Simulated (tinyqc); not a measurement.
Changing the uniaxial anisotropy K_u: domain walls in a thin film with perpendicular anisotropy: Bloch, Neel and chiral walls, motion and stripe domains. Computed by tinyqc, a small Python program. Command: `OMP_NUM_THREADS=1 python tinyqc.py 3000894 3000895 out.jsonl mwall sweep`. One thread of a shared host (Intel(R) Xeon(R) Processor @ 2.30GHz), about 0.03 s of CPU time with the checks.

One-dimensional wall: polar angle theta(x), azimuth phi of the moment in the wall (phi = 0 Neel, 90 degrees Bloch). mu_0 = 1.25663706212e-6 T m/A, gamma = 1.76085963023e11 rad/(s T).

Inputs (values chosen for the exercise, for a model film):

| quantity | value | unit |
|---|---|---|
| saturation magnetisation M_s | 549 | kA/m |
| exchange stiffness A | 12 | pJ/m |
| DMI constant D | 0.32 | mJ/m^2 |
| thickness t | 1.1 | nm |

Method:
- K_eff = K_u - mu_0 M_s^2/2; Delta = sqrt(A/K_eff); sigma_0 = 4 sqrt(A K_eff); profile theta = 2 arctan exp(x/Delta); quality factor Q = 2 K_u/(mu_0 M_s^2).
- sigma(phi) = sigma_0 + 2 Delta K_D cos^2(phi) - pi D cos(phi), with the wall shape anisotropy K_D = N_x mu_0 M_s^2/2, N_x = t ln 2/(pi Delta). The minimum has cos(phi) = D/D_N for D < D_N = 4 Delta K_D/pi and phi = 0 beyond; sigma turns negative at D_c = (sigma_0 + 2 Delta K_D)/pi.
- Dipolar length l = sigma/(mu_0 M_s^2); for t much smaller than the period the domain width is w = 0.955 t exp(pi l/t) (Kaplan and Gehring), given as log10 of w in nm.

One run for each value:

| uniaxial anisotropy K_u (kJ/m^3) | width parameter Delta (nm) | wall energy sigma (mJ/m^2) | D_c (mJ/m^2) | log10 of the domain width in nm | K_eff (kJ/m^3) |
|---|---|---|---|---|---|
| 229 | 17.402 | 1.845 | 0.9072 | 6.063 | 39.6 |
| 374 | 8.062 | 5.040 | 1.9244 | 16.528 | 184.6 |
| 519 | 6.034 | 7.042 | 2.5615 | 23.083 | 329.6 |
| 664 | 5.028 | 8.633 | 3.0679 | 28.292 | 474.6 |
| 809 | 4.401 | 9.994 | 3.5011 | 32.749 | 619.6 |
| 954 | 3.962 | 11.203 | 3.8860 | 36.709 | 764.6 |
| 1100 | 3.630 | 12.309 | 4.2382 | 40.332 | 910.6 |
| 1240 | 3.380 | 13.289 | 4.5502 | 43.542 | 1050.6 |
| 1390 | 3.161 | 14.269 | 4.8621 | 46.751 | 1200.6 |

Describe the trends.

Over the rows, width parameter Delta (nm) falls from 17.4 to 3.16 (exponent d ln y / d ln x -1.6 between the first rows and -0.58 between the last); wall energy sigma (mJ/m^2) rises from 1.84 to 14.3 (exponent d ln y / d ln x 2.0 between the first rows and 0.62 between the last); D_c (mJ/m^2) rises from 0.907 to 4.86 (exponent d ln y / d ln x 1.5 between the first rows and 0.58 between the last).

Extremes, crossings and ranges named in words are read from the listed rows.
